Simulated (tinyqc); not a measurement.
What moves the results: band gaps under pressure and temperature from deformation potentials. A value that a table varies takes the place of the one given here.

Murnaghan: V/V0 = (1 + Bp P/B0)^(-1/Bp), B0 = (C11 + 2 C12)/3. Each gap moves by a ln(V/V0) with its volume potential a, and falls with temperature by aV T^2/(T + bV) (Varshni); the two effects are added. No change of phase is considered.

Constants: hc = 1239.841984 eV nm.

Inputs chosen for the exercise (near those of InP, the X and L potentials typical of such crystals; the results hold for these values, not for the real material): Eg = 1.406 eV (gap at Gamma to the s-like level at 0 K, 0 GPa); EgX = 2.412 eV (gap to X at 0 K, 0 GPa); EgL = 2.018 eV (gap to L at 0 K, 0 GPa); C11 = 101.3 GPa; C12 = 55.9 GPa; Bp = 4.04 (pressure derivative of the bulk modulus); aG = -6.58 eV (volume potential of the Gamma gap); aX = 1.68 eV (volume potential of the X gap); aL = -3.53 eV (volume potential of the L gap); aV = (0.361, 0.439, 0.362) meV/K (Varshni alpha of Gamma, X, L); bV = (167, 213, 162) K (Varshni beta of Gamma, X, L); T = 0 K (temperature); P = 2.7 GPa (pressure).

## Gaps against pressure

The last column is the linear form E0 + c1 P for Gamma, c1 = -aG/B0.

Gaps (eV):

| P (GPa) | ln(V/V0) | Gamma | X | L | lowest | Gamma, linear |
|---|---|---|---|---|---|---|
| 0.00 | 0.0000 | 1.406 | 2.412 | 2.018 | Gamma | 1.406 |
| 1.00 | -0.0137 | 1.496 | 2.389 | 2.066 | Gamma | 1.499 |
| 2.00 | -0.0267 | 1.581 | 2.367 | 2.112 | Gamma | 1.591 |
| 3.00 | -0.0390 | 1.663 | 2.346 | 2.156 | Gamma | 1.684 |
| 4.00 | -0.0507 | 1.740 | 2.327 | 2.197 | Gamma | 1.777 |
| 5.00 | -0.0619 | 1.814 | 2.308 | 2.237 | Gamma | 1.869 |
| 6.00 | -0.0727 | 1.884 | 2.290 | 2.275 | Gamma | 1.962 |
| 7.00 | -0.0830 | 1.952 | 2.273 | 2.311 | Gamma | 2.054 |
| 8.00 | -0.0928 | 2.017 | 2.256 | 2.346 | Gamma | 2.147 |

How do the results move?

Over 8 GPa Gamma moves by +0.611, L by +0.328 and X by -0.156 eV. Gamma stays lowest. The linear form overshoots by 130 meV at the end, because the crystal stiffens; the gap is linear in ln V, not in P.

## Gaps against temperature

At the pressure P; wavelength hc/E of the lowest gap.

Gaps (eV):

| T (K) | Gamma | X | L | lowest | wavelength (nm) |
|---|---|---|---|---|---|
| 0 | 1.6387 | 2.3526 | 2.1428 | Gamma | 756.6 |
| 50 | 1.6345 | 2.3484 | 2.1386 | Gamma | 758.5 |
| 100 | 1.6251 | 2.3386 | 2.1290 | Gamma | 762.9 |
| 200 | 1.5993 | 2.3101 | 2.1028 | Gamma | 775.2 |
| 300 | 1.5691 | 2.2756 | 2.0723 | Gamma | 790.2 |
| 400 | 1.5368 | 2.2380 | 2.0398 | Gamma | 806.8 |
| 500 | 1.5034 | 2.1987 | 2.0061 | Gamma | 824.7 |
| 600 | 1.4692 | 2.1582 | 1.9718 | Gamma | 843.9 |

What does this show?

From 0 to 100 K the Gamma gap falls by 13.5 meV, from 500 to 600 K by 34.1 meV: quadratic below bV, linear with a slope tending to aV = 0.361 meV/K above. Gamma stays lowest. A pressure of 0.75 GPa, with the slope -aG/B0 at zero pressure, would undo the fall of the Gamma gap from 0 to 300 K.

## What each parameter does

Gaps at P and T. Each row changes one parameter from the base and keeps the others.

Results:

| case | Gamma (eV) | X (eV) | L (eV) |
|---|---|---|---|
| base | 1.6387 | 2.3526 | 2.1428 |
| T = 50 K | 1.6345 | 2.3484 | 2.1386 |
| C11 = 111.43 GPa | 1.6288 | 2.3551 | 2.1375 |
| C12 = 61.49 GPa | 1.6278 | 2.3554 | 2.1370 |
| Bp = 3.636 | 1.6403 | 2.3522 | 2.1437 |
| aG = -7.238 eV | 1.6619 | 2.3526 | 2.1428 |
| aX = 1.512 eV | 1.6387 | 2.3585 | 2.1428 |
| aL = -3.883 eV | 1.6387 | 2.3526 | 2.1553 |
| P = 2.97 GPa | 1.6602 | 2.3471 | 2.1544 |

What does this show?

The largest shifts from the base row, up to three for each result and ties (the steps differ in size, so this ranks the rows, not the parameters). Gamma (eV): aG +0.0233, P +0.0215, C12 -0.0108; unchanged at the printed digits by aX and aL. X (eV): aX +0.0059, P -0.0055, T -0.0042; unchanged at the printed digits by aG and aL. L (eV): aL +0.0125, P +0.0116, C12 -0.0058; unchanged at the printed digits by aG and aX.

Computed by tinyqc, a small Python program: `OMP_NUM_THREADS=1 python tinyqc.py 1050874 1050875 out.jsonl` (the numbers bound the seed that draws the inputs); one thread of a shared host (Intel(R) Xeon(R) Processor @ 2.30GHz), about 0.01 s for the whole set of steps.
